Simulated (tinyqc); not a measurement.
Raising the sheet density: Gamma, L and X subbands of a thin body with non-parabolic valleys.

Hard walls, flat band, c = hbar^2/2m0, energies from the bulk Gamma edge. For a valley at angle theta to the normal 1/m_z = cos^2/ml + sin^2/mt and m_d = sqrt(ml mt^2/m_z). Subband n starts at E_v + e with e (1 + a e) = c (n pi/t)^2/m_z, and its density-of-states mass is taken as m_d (1 + 2 a e), without further growth at higher in-plane energy. Groups are named by valley and degeneracy.

n_i = g m/(2 pi c) kB T ln(1 + exp((EF - E_i)/kB T)), sum n_i = Ns (1e12/cm^2 = 1e-4/angstrom^2), c = hbar^2/2m0. Quantum capacitance Cq = 1602.176634 sum g m/(2 pi c) f_i in microfarad/cm^2 with f_i = 1/(1 + exp((E_i - EF)/kB T)); Cox = 34.5313/eot (one gate); C/Cox = Cq/(Cq + Cox), the centroid term left out.

Constants: hbar^2/2m0 = 3.80998211 eV angstrom^2; kB = 8.617333262e-05 eV/K.

Values chosen for the exercise (near those of a thin GaSb channel; the results hold for these values, not for the real material):
- face = 100 (surface)
- mG = 0.0386 m0 (Gamma mass)
- aG = 1.12 1/eV (Gamma non-parabolicity)
- EL = 0.059 eV (L edge above Gamma)
- mL = (1.289, 0.102) m0 (L valleys (four, along <111>): ml, mt)
- EX = 0.318 eV (X edge above Gamma)
- mX = (1.455, 0.213) m0 (X valleys (three, along <100>): ml, mt)
- aS = 0.46 1/eV (non-parabolicity of L and X)
- t = 84 angstrom (body thickness)
- T = 300 K (temperature)
- eot = 8 angstrom (equivalent oxide thickness)
- Nl = (0.5, 1, 2, 4, 7, 11, 16) x 1e12/cm^2 (sheet densities)

Fixed thickness, n = 1 to 8 of all groups; the gate overdrive above the lowest edge is (EF - E_lowest)/e + 0.1602177 Ns/Cox in volts.

Results:

| Ns (1e12/cm^2) | EF - lowest (eV) | Gamma share (%) | Cq | C/Cox | overdrive (V) |
|---|---|---|---|---|---|
| 0.5 | -0.086 | 1.4 | 3.05 | 0.414 | -0.067 |
| 1.0 | -0.067 | 1.4 | 5.99 | 0.581 | -0.030 |
| 2.0 | -0.048 | 1.4 | 11.58 | 0.728 | 0.026 |
| 4.0 | -0.029 | 1.5 | 21.67 | 0.834 | 0.120 |
| 7.0 | -0.011 | 1.6 | 34.50 | 0.889 | 0.248 |
| 11.0 | 0.004 | 1.7 | 48.20 | 0.918 | 0.412 |
| 16.0 | 0.019 | 1.8 | 61.36 | 0.934 | 0.613 |

What can be read from this table?

The lowest subband is L4 n=1; the light Gamma level lies 27 meV above it, lifted there by confinement. At the highest density band filling takes 0.019 V of the 0.613 V overdrive. Cq grows from 3.0 to 61.4 microfarad/cm^2 while EF moves from -0.086 to +0.019 eV against the lowest edge; the Gamma share stays near 1 %.

Program tinyqc; command `OMP_NUM_THREADS=1 python tinyqc.py 1252455 1252456 out.jsonl`; about 0.03 s on one thread of a shared Intel(R) Xeon(R) Processor @ 2.30GHz.
